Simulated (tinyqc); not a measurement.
Potential-pH (Pourbaix) lines of a metal, its cation, its oxide and an oxyanion, with a complexing ligand. Changing the pH. Computed by tinyqc, a small Python program. Command: `OMP_NUM_THREADS=1 python tinyqc.py 3028017 3028018 out.jsonl pourb sweep`. One thread of a shared host (Intel(R) Xeon(R) Processor @ 2.30GHz), about 0.01 s of CPU time with the checks.

Potentials are against the standard hydrogen electrode; solids and water have unit activity; dG_f of M, H+ and the electron is zero; F = e N_A and s = R T ln(10)/F. The cation carries z = 2.

Inputs (values chosen for the exercise, modelled on cobalt):
```
quantity                                      value      unit
dG_f of the cation                           -53.87    kJ/mol
dG_f of the oxide                            -213.8    kJ/mol
dG_f of the oxyanion                        -268.58    kJ/mol
dG_f of water                               -237.14    kJ/mol
temperature T                                298.15         K
log10 of the dissolved activity a                -3         -
potential E                                     1.2         V
log10 of the stability constant beta of ML      7.3         -
pKa of HL                                        10         -
total ligand c_L                              0.003     mol/L
limiting current density i_L                0.00013    A/cm^2
molar volume V_m                               6.67  cm^3/mol
```

Species: M, M2+, MO, MO2(2-).

exchange current densities, metal and cathodic (A/cm^2): 3.7e-06  4.2e-11

Tafel slopes, anodic and cathodic (mV/decade): 65  100

Constants: R = 8.314462618 J/(mol K); e = 1.602176634e-19 C; N_A = 6.02214076e+23 1/mol.

Method:
- M2+ + 2e = M; MO + 2H+ + 2e = M + H2O; MO2(2-) + 4H+ + 2e = M + 2H2O. For each, E0 = -dG/(z F), and E = E0 + (s/z) log10 a - (s n_H/z) pH, with no activity term for the oxide.
- The metal is stable below the lowest of the three lines; above it, the species of the lowest line is stable. Water lines at 1 bar: hydrogen E = -s pH, oxygen E = -dG_f(water)/(2F) - s pH.
- The free ligand is c_L/(1 + 10^(pKa - pH)) (ligand in excess); dissolved metal is a in all, so the free cation is a/alpha, alpha = 1 + beta [L]; the cation line drops by (s/z) log10 alpha.
- Anodic i = i0a 10^((E - E_a)/b_a) with E_a the cation line with ligand; cathodic i = i0c 10^((E_c - E)/b_c) with E_c the oxygen line; supply caps the cathodic current, 1/i_c = 1/i(Tafel) + 1/i_L. E_corr makes the two currents equal. Without the cap it would be [b_c E_a + b_a E_c + b_a b_c log10(i0c/i0a)]/(b_a + b_c). Rate = i V_m/(z F). Films are left out.

One run for each value; columns: (1) pH; (2) upper limit of immunity (V); (3) cation line with ligand (V); (4) corrosion potential E_corr (V); (5) etch rate (nm/min); (6) log10 alpha:
```
(1)        (2)       (3)       (4)     (5)         (6)
1.0   -0.36790  -0.36790  -0.26743  2.6961  2.5995e-05
2.5   -0.36790  -0.36792  -0.26745  2.6961  8.2129e-04
4.0   -0.36790  -0.36865  -0.26817  2.6961  2.5248e-02
5.5   -0.36790  -0.38155  -0.28107  2.6960  4.6132e-01
7.0   -0.36790  -0.42067  -0.32019  2.6960  1.7839e+00
8.5   -0.38190  -0.46444  -0.36397  2.6960  3.2638e+00
10.0  -0.47064  -0.50030  -0.39983  2.6957  4.4761e+00
11.5  -0.55938  -0.50881  -0.40836  2.6938  4.7636e+00
13.0  -0.64812  -0.50919  -0.40890  2.6790  4.7767e+00
```

Over the rows, upper limit of immunity (V) falls from -0.368 to -0.648, flat over part of the range; cation line with ligand (V) falls from -0.368 to -0.509; corrosion potential E_corr (V) falls from -0.267 to -0.409.

Caution (all rows): other oxidation states, hydroxides and hydrides are left out, and the lines say nothing of rates. Caution (all rows): the ligand is not in tenfold excess over the metal, as assumed. Caution (rows 1.00, 2.50, 4.00): E_corr lies below the hydrogen line, so hydrogen evolution, left out here, adds cathodic current. Caution (rows 11.5, 13.0): at this pH the oxide, not the cation, is the stable product, and a film would cut the rate.
